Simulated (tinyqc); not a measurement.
Inside a calculation. Method: Hubbard ring of 4 sites. One step of it, computed by the program tinyqc.

Task: Mean-field iteration 2. H(up) = T + U n(down), H(down) = T + U n(up); fill the lowest levels; n(new) = n + mixing (n(out) - n); E = tr T (rho up + rho down) + U sum n_up n_down of the output.

one-body matrix (hopping and site energies) (eV):
```
           1          2          3          4
1   0.000000  -1.730000   0.000000  -1.730000
2  -1.730000   0.000000  -1.730000   0.000000
3   0.000000  -1.730000   0.000000  -1.730000
4  -1.730000   0.000000  -1.730000   0.000000
```

U = 9.800000 eV

electrons, up and down: 2  1

mixing = 0.200000

n(up) after iteration 1: 1 0.945201, 2 0.054799, 3 0.945201, 4 0.054799

n(down) after iteration 1: 1 0.010662, 2 0.649338, 3 0.010662, 4 0.649338

Give: levels, up; levels, down; energy; n(up) after iteration 2; n(down) after iteration 2.

Result:

levels, up (eV): -1.431  0.104  6.364  7.899

levels, down (eV): -0.668  0.537  9.263  10.468

energy = -3.023 eV

n(up) after iteration 2: 1 0.940, 2 0.060, 3 0.940, 4 0.060

n(down) after iteration 2: 1 0.019, 2 0.609, 3 0.019, 4 0.609
